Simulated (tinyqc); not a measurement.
Free and nearly free electrons in a metal: one step. The sphere against the zone faces. Two cases, with inputs chosen for the exercise.

Question. Take G = (hkl) 2 pi/a for (111), (200) and (220), with the number of equivalent faces. The Bragg plane of G lies at |G|/2 with |G| = (2 pi/a) sqrt(h^2 + k^2 + l^2). Where kF exceeds it, the sphere cuts the plane in a circle of radius sqrt(kF^2 - G^2/4).

Give: Distance and circle for each G.

Case 1.

Values chosen (out of a larger set: near those of Au, whose d bands this model ignores; not measured data): a = 4.066 angstrom (fcc lattice constant).

kF = 1.207794 1/angstrom

Answer.

Distance and circle for each G:

| G | faces | \|G\|/2 (1/angstrom) | kF/(\|G\|/2) | circle radius |
|---|---|---|---|---|
| (111) | 8 | 1.3383 | 0.9025 | - |
| (200) | 6 | 1.5453 | 0.7816 | - |
| (220) | 12 | 2.1854 | 0.5527 | - |

The sphere stays inside the first zone; it reaches 0.903 of the way to the nearest faces.

Case 2.

Values chosen (out of a larger set: near those of Co, whose d bands this model ignores; not measured data): a = 3.549 angstrom (fcc lattice constant).

kF = 1.743402 1/angstrom

Answer.

Distance and circle for each G:

| G | faces | \|G\|/2 (1/angstrom) | kF/(\|G\|/2) | circle radius |
|---|---|---|---|---|
| (111) | 8 | 1.5332 | 1.1371 | 0.8299 |
| (200) | 6 | 1.7704 | 0.9847 | - |
| (220) | 12 | 2.5037 | 0.6963 | - |

The sphere crosses the (111) faces, so electrons spill into higher zones.

Computed by tinyqc, one run a case: `OMP_NUM_THREADS=1 python tinyqc.py N N+1 out.jsonl` with N = 1682375, 1682480; one thread of a shared Intel(R) Xeon(R) Processor @ 2.30GHz, about 0.01 s a run at most.
